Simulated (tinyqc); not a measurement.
## Thickness from the transmission

Problem. A dielectric of barrier phi1 and mass m1 carries the voltage V, so U = phi1 - V x/t1. At E = 0 the WKB exponent is S = (4 t1/(3 V)) sqrt(m1/C) [phi1^1.5 - max(phi1 - V, 0)^1.5], C = hbar^2/(2 m0), and T = exp(-S). Find S, t1 and the field.

Parameters, values chosen for the exercise: barrier of layer 1 above the emitter Fermi level at zero bias phi1 = 1.42 eV; tunnelling mass of layer 1 m1 = 0.26 m0; voltage across the dielectric V = 1 V.

Constants: q = 1.602176634e-19 C, hbar = 1.054571817e-34 J s, m0 = 9.1093837015e-31 kg, hbar^2/(2 m0) = 0.0380998212 eV nm^2. Results are converted to the units shown.

T at E = 0 = 5.0602989e-5

Answer. At fixed V the exponent is proportional to t1.

S = 9.89
t1 = 2.00 nm
field = 5.00 MV/cm

tinyqc, about 0.02 s, one thread, Intel Xeon 2.30GHz (shared host): `OMP_NUM_THREADS=1 python tinyqc.py 2540022 2540023 out.jsonl`
